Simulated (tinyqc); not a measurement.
Millisecond and nanosecond annealing: surface heating, thermal budget and solid-phase regrowth: one step, computed by the program tinyqc.

A square pulse heats the surface of a thick wafer with constant thermal properties; losses by radiation are neglected and silicon melts at 1414 C.

Task: Thermal budget. Absorbed flux q = (1 - R) fluence/t_p; kappa = k/c. With f(z, t) = (2 q/k) sqrt(kappa t) ierfc(z/(2 sqrt(kappa t))), ierfc(x) = exp(-x^2)/sqrt(pi) - x erfc(x): T = T0 + f(z, t) during the pulse and T0 + f(z, t) - f(z, t - t_p) after it. Temperatures in kelvin are T(C) + 273.15. Integrate exp(-E/(k_B T(t))) at the surface from 0 to 10 t_p (Gauss-Legendre, 60 points in sqrt(t) up to t_p and 60 in sqrt(t - t_p) after it). (Dt) = D0 x integral with E; regrowth = v0 x integral with E_v; effective time = integral/exp(-E/(k_B T_peak)).

Inputs (values chosen for the exercise, modelled on hot silicon with phosphorus):

| quantity | value | unit |
|---|---|---|
| incident fluence | 12.3 | J/cm^2 |
| pulse length t_p | 0.00021 | s |
| reflectance R | 0.43 | - |
| thermal conductivity k | 0.31 | W/(cm K) |
| heat capacity per volume c | 2.32 | J/(cm^3 K) |
| preheat temperature T0 | 700 | C |
| dopant prefactor D0 | 5.3 | cm^2/s |
| dopant activation energy E | 3.68 | eV |
| regrowth prefactor v0 | 3.5e+08 | cm/s |
| regrowth energy E_v | 2.7 | eV |
| amorphous layer | 13 | nm |

Source: scanned laser.

peak temperature = 1343.725 C

Constants: k_B = 8.617333262e-05 eV/K.

Give: budget (Dt); diffusion length 2 sqrt(Dt); effective time over t_p; possible regrowth.

Result:

budget (Dt) = 6.897e-16 cm^2

diffusion length 2 sqrt(Dt) = 0.5253 nm

effective time over t_p = 0.1831

possible regrowth = 713.4 nm

Caution: equilibrium diffusivities are used; implant damage enhances diffusion, and k and c vary with temperature. Caution: the peak lies above 1150 C, and amorphous silicon melts some 200 to 250 K below the crystal, so a layer that has not regrown before the peak may melt instead. Caution: at this preheat temperature the layer would already regrow within five seconds or less before the pulse.
